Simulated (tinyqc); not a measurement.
## Remanence, coercive field and barrier from the coefficients

Inverse problem. u = al P^2 + be P^4 - E P (P in uC/cm^2, E in kV/cm, u in mJ/cm^3). Find Pr, the polarisation Pc at which dE/dP = 0, Ec and the barrier u(0) - u(Pr).

al = -46.548865 kV cm/uC
be = 0.0016162801 kV cm^5/uC^3

Solution. Pr^2 = -al/(2 be), Pc^2 = -al/(6 be), Ec = -(4/3) al Pc and the barrier is al^2/(4 be).

Pr = 120.0 uC/cm^2
Pc = 69.28 uC/cm^2
Ec = 4300 kV/cm
barrier = 3.352e5 mJ/cm^3

Numbers from tinyqc (`OMP_NUM_THREADS=1 python tinyqc.py 2860141 2860142 out.jsonl`; about 0.1 s on one thread of a shared Intel Xeon 2.30GHz).
